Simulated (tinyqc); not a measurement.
Single-band model of a thermoelectric material: one step, computed by the program tinyqc.

One spherical band, one scattering law, no minority carriers and no phonon drag. In a real material minority carriers limit |S| to about E_g/(2 e T), so larger values are formal. eta = E_F/(k_B T) is counted from the band edge; f = 1/(1 + exp(x - eta)).

Task: Coefficients. sigma = e mu_0 N_0 <s> with mu_0 = e tau_0/m = mu_300 (T/300 K)^(-p); |S| = (k_B/e)(<x s>/<s> - eta); Lorenz number L = (k_B/e)^2 (<x^2 s>/<s> - (<x s>/<s>)^2); kappa_e = L sigma T; zT = S^2 sigma T/(kappa_L + kappa_e). Hall factor r_H = <G^(3/2)> <G^(3/2 + 2r)/D^4>/<s>^2; drift mobility sigma/(n e) with n = N_0 <G^(3/2)>; power factor S^2 sigma.

Inputs (values chosen for the exercise, for a model material): mobility parameter mu_300 = 1300 cm^2/(V s); temperature exponent p = 0; lattice thermal conductivity kappa_L = 1 W/(m K); temperature T = 440 K.

Band: parabolic. Scattering: constant relaxation time, r = 0.

N_0 = 4.967867e+18 1/cm^3

<s> = 0.09058213

<x s> = 0.2291797

reduced Fermi level eta = -2.662113

<x^2 s> = 0.8069750

<G^(3/2)> = 0.09058213

<G^(3/2 + 2r)/D^4> = 0.09058213

Constants: e = 1.602176634e-19 C; k_B = 8.617333262e-05 eV/K.

Give: conductivity sigma; Seebeck coefficient |S|; Lorenz number L; drift mobility; Hall factor r_H; power factor; kappa_e; zT.

Result:

conductivity sigma = 93.727 S/cm

Seebeck coefficient |S| = 447.43 microvolt/K

Lorenz number L = 1.8620 1e-8 V^2/K^2

drift mobility = 1300 cm^2/(V s)

Hall factor r_H = 1

power factor = 18.763 microwatt/(cm K^2)

kappa_e = 0.076790 W/(m K)

zT = 0.76672

L is 76 % of the degenerate value pi^2/3 (k_B/e)^2 = 2.443; the classical limit for this r is (r + 5/2)(k_B/e)^2 = 1.856. The charge carriers transport 7 % of the heat.
